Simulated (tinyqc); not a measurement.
Worked calculation: RKS/B3LYP (VWN-RPA form) in the sto-3g basis, for B+, spin multiplicity 1. Computed by tinyqc, a small Python program that keeps every step (integrals from PySCF). Settings: charge = 1, multiplicity = 1, basis = sto-3g, energy threshold = 1e-09, iteration cap = 83, orthogonalisation = symmetric, start = core, DIIS depth = 8, method = RKS, functional = b3lyp, grid = [15, 14]. Command: `OMP_NUM_THREADS=1 python tinyqc.py 24386 24387 out.jsonl` (the two numbers bound the seeds that draw the settings). One thread of a shared host (Intel(R) Xeon(R) Processor @ 2.60GHz), about 0.1 s of CPU time with the checks. Later iterations appear only in the table of the cycle.

## One-electron integrals

Geometry (angstrom):
```
atom         x         y         z
B     0.000000  0.000000  0.000000
```

Basis sto-3g: exponents (1/bohr^2) and contraction coefficients of normalised primitives:
```
element  l (shell)   exponent  coefficient
B            s (1)  48.791113     0.154329
B            s (1)   8.887362     0.535328
B            s (1)   2.405267     0.444635
B            s (2)   2.236956    -0.099967
B            s (2)   0.519821     0.399513
B            s (2)   0.169062     0.700115
B            p (3)   2.236956     0.155916
B            p (3)   0.519821     0.607684
B            p (3)   0.169062     0.391957
```

Overlap, kinetic and nuclear-attraction integrals over the contracted functions; the nuclear repulsion is the sum of Za Zb / Rab.

nuclear repulsion = 0 hartree

overlap S:
```
           1B 1s     1B 2s    1B 2px    1B 2py    1B 2pz
1B 1s   1.000000  0.269328  0.000000  0.000000  0.000000
1B 2s   0.269328  1.000000  0.000000  0.000000  0.000000
1B 2px  0.000000  0.000000  1.000000  0.000000  0.000000
1B 2py  0.000000  0.000000  0.000000  1.000000  0.000000
1B 2pz  0.000000  0.000000  0.000000  0.000000  1.000000
```

kinetic energy T (hartree):
```
            1B 1s      1B 2s    1B 2px    1B 2py    1B 2pz
1B 1s   10.826302  -0.047967  0.000000  0.000000  0.000000
1B 2s   -0.047967   0.359168  0.000000  0.000000  0.000000
1B 2px   0.000000   0.000000  1.123881  0.000000  0.000000
1B 2py   0.000000   0.000000  0.000000  1.123881  0.000000
1B 2pz   0.000000   0.000000  0.000000  0.000000  1.123881
```

nuclear attraction V (hartree):
```
             1B 1s      1B 2s     1B 2px     1B 2py     1B 2pz
1B 1s   -23.147388  -3.139362   0.000000   0.000000   0.000000
1B 2s    -3.139362  -3.771633   0.000000   0.000000   0.000000
1B 2px    0.000000   0.000000  -3.741440   0.000000   0.000000
1B 2py    0.000000   0.000000   0.000000  -3.741440   0.000000
1B 2pz    0.000000   0.000000   0.000000   0.000000  -3.741440
```

core Hamiltonian H = T + V (hartree):
```
             1B 1s      1B 2s     1B 2px     1B 2py     1B 2pz
1B 1s   -12.321086  -3.187330   0.000000   0.000000   0.000000
1B 2s    -3.187330  -3.412465   0.000000   0.000000   0.000000
1B 2px    0.000000   0.000000  -2.617559   0.000000   0.000000
1B 2py    0.000000   0.000000   0.000000  -2.617559   0.000000
1B 2pz    0.000000   0.000000   0.000000   0.000000  -2.617559
```

## Two-electron integrals

Functions are numbered as in S; the eight-fold symmetry (ij|kl) = (ji|kl) = (kl|ij) leaves the list below.

Two-electron integrals (ij|kl) in chemists' order, unique and non-zero (hartree):
```
(11|11) 2.923513   (21|11) 0.518376   (21|21) 0.109262   (22|11) 0.744229
(22|21) 0.193177   (22|22) 0.544804   (31|31) 0.020264   (32|31) 0.029996
(32|32) 0.120346   (33|11) 0.742491   (33|21) 0.193240   (33|22) 0.544682
(33|33) 0.586773   (41|41) 0.020264   (42|41) 0.029996   (42|42) 0.120346
(43|43) 0.031630   (44|11) 0.742491   (44|21) 0.193240   (44|22) 0.544682
(44|33) 0.523513   (44|44) 0.586773   (51|51) 0.020264   (52|51) 0.029996
(52|52) 0.120346   (53|53) 0.031630   (54|54) 0.031630   (55|11) 0.742491
(55|21) 0.193240   (55|22) 0.544682   (55|33) 0.523513   (55|44) 0.523513
(55|55) 0.586773
```

## Orthogonalisation

S = U s U^T; symmetric (Loewdin) form X = U s^(-1/2) U^T, so that X^T S X = 1.

eigenvalues of S: 0.730672  1.000000  1.000000  1.000000  1.269328

X:
```
            1B 1s      1B 2s    1B 2px    1B 2py    1B 2pz
1B 1s    1.028732  -0.141141  0.000000  0.000000  0.000000
1B 2s   -0.141141   1.028732  0.000000  0.000000  0.000000
1B 2px   0.000000   0.000000  1.000000  0.000000  0.000000
1B 2py   0.000000   0.000000  0.000000  1.000000  0.000000
1B 2pz   0.000000   0.000000  0.000000  0.000000  1.000000
```

## Starting guess

The start is the orbitals of the core Hamiltonian; D = 2 C_occ C_occ^T.

D at the start:
```
            1B 1s      1B 2s    1B 2px    1B 2py    1B 2pz
1B 1s    2.156421  -0.580784  0.000000  0.000000  0.000000
1B 2s   -0.580784   2.156421  0.000000  0.000000  0.000000
1B 2px   0.000000   0.000000  0.000000  0.000000  0.000000
1B 2py   0.000000   0.000000  0.000000  0.000000  0.000000
1B 2pz   0.000000   0.000000  0.000000  0.000000  0.000000
```

## Iteration 1: exchange-correlation on the grid

Becke grid with 15 radial and 14 angular points per atom, points of zero weight dropped. rho = sum D_ij phi_i phi_j; V_xc,ij = sum w v_xc phi_i phi_j plus the gradient terms; v_xc is d(rho eps)/d rho at fixed gradient. Exact exchange is left to K.

The 16 grid points with the largest w rho, of 210 (bohr, atomic units):
```
x                  y          z         w       rho  |grad rho|^2     eps_xc       v_xc
0.167279    0.167279  -0.167279  0.014626  4.385534   1553.025437  -1.151209  -1.274363
-0.167279   0.167279   0.167279  0.014626  4.385534   1553.025437  -1.151209  -1.274363
-0.167279  -0.167279   0.167279  0.014626  4.385534   1553.025437  -1.151209  -1.274363
0.167279    0.167279   0.167279  0.014626  4.385534   1553.025437  -1.151209  -1.274363
0.167279   -0.167279   0.167279  0.014626  4.385534   1553.025437  -1.151209  -1.274363
-0.167279  -0.167279  -0.167279  0.014626  4.385534   1553.025437  -1.151209  -1.274363
0.167279   -0.167279  -0.167279  0.014626  4.385534   1553.025437  -1.151209  -1.274363
-0.167279   0.167279  -0.167279  0.014626  4.385534   1553.025437  -1.151209  -1.274363
0.000000    0.289735   0.000000  0.013001  4.385534   1553.025437  -1.151209  -1.274363
0.000000    0.000000  -0.289735  0.013001  4.385534   1553.025437  -1.151209  -1.274363
0.000000   -0.289735   0.000000  0.013001  4.385534   1553.025437  -1.151209  -1.274363
0.000000    0.000000   0.289735  0.013001  4.385534   1553.025437  -1.151209  -1.274363
-0.289735   0.000000   0.000000  0.013001  4.385534   1553.025437  -1.151209  -1.274363
0.289735    0.000000   0.000000  0.013001  4.385534   1553.025437  -1.151209  -1.274363
-0.750555   0.750555   0.750555  0.830490  0.059265      0.006185  -0.279848  -0.341866
-0.750555  -0.750555  -0.750555  0.830490  0.059265      0.006185  -0.279848  -0.341866
```

electrons on the grid, sum of w rho = 3.998222

E_xc = sum of w rho eps_xc = -2.93096125 hartree

V_xc (hartree):
```
            1B 1s      1B 2s     1B 2px     1B 2py     1B 2pz
1B 1s   -1.533596  -0.230985   0.000000   0.000000   0.000000
1B 2s   -0.230985  -0.326274   0.000000   0.000000   0.000000
1B 2px   0.000000   0.000000  -0.323599   0.000000   0.000000
1B 2py   0.000000   0.000000   0.000000  -0.323599   0.000000
1B 2pz   0.000000   0.000000   0.000000   0.000000  -0.323599
```

## Iteration 1: building the Kohn-Sham matrix

J_ij = sum D_kl (ij|kl), K_ij = sum D_kl (ik|jl); F = H + J - 0.1 K + V_xc; E = tr D H + tr D J / 2 - 0.05 tr D K + E_xc + E_nn.

Coulomb J (hartree):
```
           1B 1s     1B 2s    1B 2px    1B 2py    1B 2pz
1B 1s   7.307068  1.407494  0.000000  0.000000  0.000000
1B 2s   1.407494  2.555311  0.000000  0.000000  0.000000
1B 2px  0.000000  0.000000  2.551226  0.000000  0.000000
1B 2py  0.000000  0.000000  0.000000  2.551226  0.000000
1B 2pz  0.000000  0.000000  0.000000  0.000000  2.551226
```

exchange K (hartree):
```
           1B 1s     1B 2s    1B 2px    1B 2py    1B 2pz
1B 1s   5.937811  1.038715  0.000000  0.000000  0.000000
1B 2s   1.038715  1.186053  0.000000  0.000000  0.000000
1B 2px  0.000000  0.000000  0.268370  0.000000  0.000000
1B 2py  0.000000  0.000000  0.000000  0.268370  0.000000
1B 2pz  0.000000  0.000000  0.000000  0.000000  0.268370
```

Kohn-Sham matrix F (hartree):
```
            1B 1s      1B 2s     1B 2px     1B 2py     1B 2pz
1B 1s   -7.141395  -2.114692   0.000000   0.000000   0.000000
1B 2s   -2.114692  -1.302033   0.000000   0.000000   0.000000
1B 2px   0.000000   0.000000  -0.416769   0.000000   0.000000
1B 2py   0.000000   0.000000   0.000000  -0.416769   0.000000
1B 2pz   0.000000   0.000000   0.000000   0.000000  -0.416769
```

total energy of this density = -24.04832894 hartree

## Iteration 1: diagonalisation and new density

Diagonalise F' = X^T F X, C = X C', fill 2 alpha and 2 beta electrons from the bottom; D = 2 C_occ C_occ^T. Each column has its largest component positive (the first on a tie).

F' = X^T F X (hartree):
```
           1          2          3          4          5
1  -6.969514  -1.054131   0.000000   0.000000   0.000000
2  -1.054131  -0.906101   0.000000   0.000000   0.000000
3   0.000000   0.000000  -0.416769   0.000000   0.000000
4   0.000000   0.000000   0.000000  -0.416769   0.000000
5   0.000000   0.000000   0.000000   0.000000  -0.416769
```

orbital energies (hartree): MO1 -7.147548, MO2 -0.728066, MO3 -0.416769, MO4 -0.416769, MO5 -0.416769

coefficients C:
```
             MO1        MO2       MO3        MO4        MO5
1B 1s   0.990862  -0.310488  0.000000   0.000000   0.000000
1B 2s   0.032149   1.037871  0.000000   0.000000   0.000000
1B 2px  0.000000   0.000000  0.558033  -0.682190  -0.472456
1B 2py  0.000000   0.000000  0.665811   0.028274   0.745585
1B 2pz  0.000000   0.000000  0.495273   0.730628  -0.469988
```

D after iteration 1:
```
            1B 1s      1B 2s    1B 2px    1B 2py    1B 2pz
1B 1s    2.156421  -0.580784  0.000000  0.000000  0.000000
1B 2s   -0.580784   2.156421  0.000000  0.000000  0.000000
1B 2px   0.000000   0.000000  0.000000  0.000000  0.000000
1B 2py   0.000000   0.000000  0.000000  0.000000  0.000000
1B 2pz   0.000000   0.000000  0.000000  0.000000  0.000000
```

Within a degenerate level the vectors are fixed only up to a rotation; this is one choice.

## Iteration 2: exchange-correlation on the grid

As before.

The 16 grid points with the largest w rho, of 210 (bohr, atomic units):
```
x                  y          z         w       rho  |grad rho|^2     eps_xc       v_xc
0.167279    0.167279  -0.167279  0.014626  4.385534   1553.025437  -1.151209  -1.274363
-0.167279   0.167279   0.167279  0.014626  4.385534   1553.025437  -1.151209  -1.274363
-0.167279  -0.167279   0.167279  0.014626  4.385534   1553.025437  -1.151209  -1.274363
0.167279    0.167279   0.167279  0.014626  4.385534   1553.025437  -1.151209  -1.274363
0.167279   -0.167279   0.167279  0.014626  4.385534   1553.025437  -1.151209  -1.274363
-0.167279  -0.167279  -0.167279  0.014626  4.385534   1553.025437  -1.151209  -1.274363
0.167279   -0.167279  -0.167279  0.014626  4.385534   1553.025437  -1.151209  -1.274363
-0.167279   0.167279  -0.167279  0.014626  4.385534   1553.025437  -1.151209  -1.274363
0.000000    0.289735   0.000000  0.013001  4.385534   1553.025437  -1.151209  -1.274363
0.000000    0.000000  -0.289735  0.013001  4.385534   1553.025437  -1.151209  -1.274363
0.000000   -0.289735   0.000000  0.013001  4.385534   1553.025437  -1.151209  -1.274363
0.000000    0.000000   0.289735  0.013001  4.385534   1553.025437  -1.151209  -1.274363
-0.289735   0.000000   0.000000  0.013001  4.385534   1553.025437  -1.151209  -1.274363
0.289735    0.000000   0.000000  0.013001  4.385534   1553.025437  -1.151209  -1.274363
-0.750555   0.750555   0.750555  0.830490  0.059265      0.006185  -0.279848  -0.341866
-0.750555  -0.750555  -0.750555  0.830490  0.059265      0.006185  -0.279848  -0.341866
```

electrons on the grid, sum of w rho = 3.998222

E_xc = sum of w rho eps_xc = -2.93096125 hartree

V_xc (hartree):
```
            1B 1s      1B 2s     1B 2px     1B 2py     1B 2pz
1B 1s   -1.533596  -0.230985   0.000000   0.000000   0.000000
1B 2s   -0.230985  -0.326274   0.000000   0.000000   0.000000
1B 2px   0.000000   0.000000  -0.323599   0.000000   0.000000
1B 2py   0.000000   0.000000   0.000000  -0.323599   0.000000
1B 2pz   0.000000   0.000000   0.000000   0.000000  -0.323599
```

## Iteration 2: building the Kohn-Sham matrix

As before.

Coulomb J (hartree):
```
           1B 1s     1B 2s    1B 2px    1B 2py    1B 2pz
1B 1s   7.307068  1.407494  0.000000  0.000000  0.000000
1B 2s   1.407494  2.555311  0.000000  0.000000  0.000000
1B 2px  0.000000  0.000000  2.551226  0.000000  0.000000
1B 2py  0.000000  0.000000  0.000000  2.551226  0.000000
1B 2pz  0.000000  0.000000  0.000000  0.000000  2.551226
```

exchange K (hartree):
```
           1B 1s     1B 2s    1B 2px    1B 2py    1B 2pz
1B 1s   5.937811  1.038715  0.000000  0.000000  0.000000
1B 2s   1.038715  1.186053  0.000000  0.000000  0.000000
1B 2px  0.000000  0.000000  0.268370  0.000000  0.000000
1B 2py  0.000000  0.000000  0.000000  0.268370  0.000000
1B 2pz  0.000000  0.000000  0.000000  0.000000  0.268370
```

Kohn-Sham matrix F (hartree):
```
            1B 1s      1B 2s     1B 2px     1B 2py     1B 2pz
1B 1s   -7.141395  -2.114692   0.000000   0.000000   0.000000
1B 2s   -2.114692  -1.302033   0.000000   0.000000   0.000000
1B 2px   0.000000   0.000000  -0.416769   0.000000   0.000000
1B 2py   0.000000   0.000000   0.000000  -0.416769   0.000000
1B 2pz   0.000000   0.000000   0.000000   0.000000  -0.416769
```

total energy of this density = -24.04832894 hartree

## Iteration 2 (converged): orbitals

As before.

F' = X^T F X (hartree):
```
           1          2          3          4          5
1  -6.969514  -1.054131   0.000000   0.000000   0.000000
2  -1.054131  -0.906101   0.000000   0.000000   0.000000
3   0.000000   0.000000  -0.416769   0.000000   0.000000
4   0.000000   0.000000   0.000000  -0.416769   0.000000
5   0.000000   0.000000   0.000000   0.000000  -0.416769
```

orbital energies (hartree): MO1 -7.147548, MO2 -0.728066, MO3 -0.416769, MO4 -0.416769, MO5 -0.416769

coefficients C:
```
             MO1        MO2       MO3        MO4        MO5
1B 1s   0.990862  -0.310488  0.000000   0.000000   0.000000
1B 2s   0.032149   1.037871  0.000000   0.000000   0.000000
1B 2px  0.000000   0.000000  0.951379  -0.305849  -0.036522
1B 2py  0.000000   0.000000  0.306776   0.951500   0.023146
1B 2pz  0.000000   0.000000  0.027671  -0.033225   0.999065
```

D after iteration 2:
```
            1B 1s      1B 2s    1B 2px    1B 2py    1B 2pz
1B 1s    2.156421  -0.580784  0.000000  0.000000  0.000000
1B 2s   -0.580784   2.156421  0.000000  0.000000  0.000000
1B 2px   0.000000   0.000000  0.000000  0.000000  0.000000
1B 2py   0.000000   0.000000  0.000000  0.000000  0.000000
1B 2pz   0.000000   0.000000  0.000000  0.000000  0.000000
```

Within a degenerate level the vectors are fixed only up to a rotation; this is one choice.

## Convergence

Stop when the energy changes by less than 1e-09 hartree and every element of the error matrix X^T (F D S - S D F) X is below 9e-06.

Course of the cycle:
```
iteration   E (hartree)    change  largest element of the error matrix
1          -24.04832894         -                             1.88e-15
2          -24.04832894  3.55e-15                             1.84e-15
```

PySCF RKS in the same basis, fine grid = -24.04927122 hartree

Converged in 2 iterations. The coarse grid moves the energy by +9.42e-04 hartree.

## Populations

Mulliken: Z minus the diagonal of D S on the atom; Loewdin: the same with S^(1/2) D S^(1/2).

Charges (e):
```
atom  Mulliken   Loewdin
1B    1.000000  1.000000
```
